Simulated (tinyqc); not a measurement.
Microkinetic model of a Langmuir-Hinshelwood surface reaction A + (1/2) B2 = AB with Bronsted-Evans-Polanyi barriers: one step, computed by the program tinyqc. Command: `OMP_NUM_THREADS=1 python tinyqc.py 3011826 3011827 out.jsonl microkin walk`. One thread of a shared host (Intel(R) Xeon(R) Processor @ 2.30GHz), about 0.01 s of CPU time with the checks.

A adsorbs in equilibrium; B2 dissociates irreversibly on two free sites; adsorbed A and B react irreversibly and AB leaves at once. theta_A + theta_B + theta_* = 1.

Question. Constants. K_A = exp(-(E_A + T S_A)/(k_B T)) per bar; barriers E1 = max(b1 + a1 2 E_B, 0), E2 = b2 - a2 (E_A + E_B); k1 = (k_B T/h) exp(-S_B/k_B) exp(-E1/(k_B T)) per bar, k2 = (k_B T/h) exp(-E2/(k_B T)), h = 2 pi hbar.

Inputs (values chosen for the exercise, for a model catalyst): adsorption energy of A, E_A = -0.778 eV; adsorption energy per B atom, E_B = -0.971 eV; entropy loss of A, S_A = 1.4 meV/K; entropy loss of B2, S_B = 1.7 meV/K; slope a1 of the dissociation barrier = 0.61; intercept b1 = 1.3 eV; slope a2 of the reaction barrier = 0.4; intercept b2 = 0.1 eV; temperature T = 700 K.

Constants: k_B = 8.617333262e-05 eV/K; hbar = 6.582119569e-16 eV s.

Give: barrier E1; barrier E2; K_A; k1; k2.

Answer.

barrier E1 = 0.11538 eV

barrier E2 = 0.7996 eV

K_A = 0.03513 1/bar

k1 = 5829 1/(bar s)

k2 = 2.553e+07 1/s
